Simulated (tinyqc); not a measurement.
Worked calculation: six-band hole subbands of a thin body in a field. Values are carried at full precision from step to step, so a last printed digit may differ when a step is redone from the rounded ones.

Constants: hbar^2/2m0 = 3.80998211 eV angstrom^2.

Inputs chosen for the exercise (near those of a p-type Si channel; the results hold for these values, not for the real material):
- S = (7.79, -2.18, 12.51) 1/TPa (compliances s11, s12, s44)
- sx = -0.5 GPa (stress along the channel [1-10], negative in compression)
- b = -2.07 eV (tetragonal potential)
- d = -4.86 eV (trigonal potential)
- g1 = 4.28 (Luttinger gamma1)
- g2 = 0.34 (gamma2)
- g3 = 1.45 (gamma3)
- face = 110 (surface)
- Dso = 0.045 eV (spin-orbit splitting)
- t = 90 angstrom (body thickness)
- F = 0 MV/cm (field across the body)
- kmax = 0.08 1/angstrom (end of the path)

## Strain and its block

exx = eyy = (s11 + s12) sx/2, ezz = s12 sx, exy = -s44 sx/4 (1 GPa/TPa = 1e-3). With e0 the traceless part, B_XX = 2b e0xx - b (e0yy + e0zz) and B_XY = sqrt(3) d exy.

strain:
```
           x          y         z
x  -0.001403   0.001564         0
y   0.001564  -0.001403         0
z          0          0  0.001090
```

B (eV):
```
          X         Y         Z
X   0.00516  -0.01316         0
Y  -0.01316   0.00516         0
Z         0         0  -0.01032
```

## Confinement masses without spin-orbit coupling

C(n n^T)/c has C_XX = (g1 + 4 g2) nx^2 + (g1 - 2 g2)(ny^2 + nz^2) and C_XY = 6 g3 nx ny, n the unit normal; its eigenvalues are the inverse masses along n.

C(n n^T)/c:
```
        X       Y       Z
X  4.6200  4.3500       0
Y  4.3500  4.6200       0
Z       0       0  3.6000
```

masses (m0): 3.7037  0.2778  0.1115

The heaviest mass, 3.70, comes from a near cancellation among the gammas, so a few per cent in them move it strongly.

## The matrix for one sine at q = 0

Basis X, Y, Z times spin, hole energies counted downwards from the unstrained edge (the hydrostatic shift is left out), c = hbar^2/2m0. For a symmetric tensor T let C(T) have C_XX = L Txx + M (Tyy + Tzz), C_XY = N Txy (cyclic), L = c (g1 + 4 g2), M = c (g1 - 2 g2), N = 6 c g3. k = q + kz n, n the unit normal, q = k1 u + k2 v with u along the channel [1-10] and v = n x u. H = C(k k^T) + (Dso/3)(1 - L.sigma) - B + e F z with (L_k)_ij = -i epsilon_kij; B is the block C built from the traceless strain with 2b, -b and sqrt(3) d in place of L, M, N. Strain: exx = eyy = (s11 + s12) sx/2, ezz = s12 sx, exy = -s44 sx/4. Hard walls at z = 0 and t; basis sin(j pi z/t), j = 1 to Nz: kz^2 = (j pi/t)^2, kz = -i D with D_jl = 4 j l/(t (j^2 - l^2)), z_jj = t/2 and z_jl = -8 t j l/(pi (j^2 - l^2))^2 for j + l odd; 1 MV/cm = 0.01 eV/angstrom.

Nz = 1, in meV.

H (meV):
```
              X+            Y+      Z+            X-            Y-      Z-
X+         31.29  33.36+15.00i       0             0             0  -15.00
Y+  33.36-15.00i         31.29       0             0             0  15.00i
Z+             0             0   42.03         15.00       -15.00i       0
X-             0             0   15.00         31.29  33.36-15.00i       0
Y-             0             0  15.00i  33.36+15.00i         31.29       0
Z-        -15.00       -15.00i       0             0             0   42.03
```

## Its levels

Diagonalise; the levels come in pairs. Give each pair and its weights on X, Y, Z, summed over spin and averaged over the pair.

levels (meV): -8.17  35.49  77.29

weights:
```
   pair 1  pair 2  pair 3
X   0.471   0.138   0.391
Y   0.471   0.138   0.391
Z   0.059   0.723   0.218
```

## More sines

The four lowest pairs at q = 0.

Hole energies (meV):
```
Nz  pair 1  pair 2  pair 3  pair 4
1    -8.17   35.49   77.29       -
2    -8.17   -1.55   35.49   77.29
4    -8.17   -1.55    6.15   15.62
8    -8.17   -1.55    6.15   15.62
16   -8.17   -1.55    6.15   15.62
```

One sine is exact for the top subband, since without a field nothing joins different j at q = 0. The second pair lies 6.6 meV deeper.

## Dispersion of the top subband

Nz = 14; the two lowest levels (spin-split where the field breaks inversion), in meV from their value at q = 0.

Energies (meV):
```
|q| (1/angstrom)    u a    u b    v a    v b
0.020             12.65  12.65   5.42   5.42
0.040             48.03  48.03  21.49  21.49
0.060             65.18  65.18  47.22  47.22
0.080             72.32  72.32  78.65  78.65
```

From the mean of each pair in the first row, c q^2/E gives 0.12 m0 along u and 0.28 m0 along v. Without a field each pair stays degenerate. These masses hold for the first row only: the band bends further out.

## Checks

- Top level at q = 0 on (001) without field and stress against c (g1 - 2 g2)(pi/t)^2, eV: both 0.01671.
- Hermiticity, and E(q) against E(-q): they agree to 1e-10 or better.

Computed by tinyqc, a small Python program: `OMP_NUM_THREADS=1 python tinyqc.py 1250836 1250837 out.jsonl` (the numbers bound the seed that draws the inputs); one thread of a shared host (Intel(R) Xeon(R) Processor @ 2.30GHz), about 0.9 s for the whole set of steps.
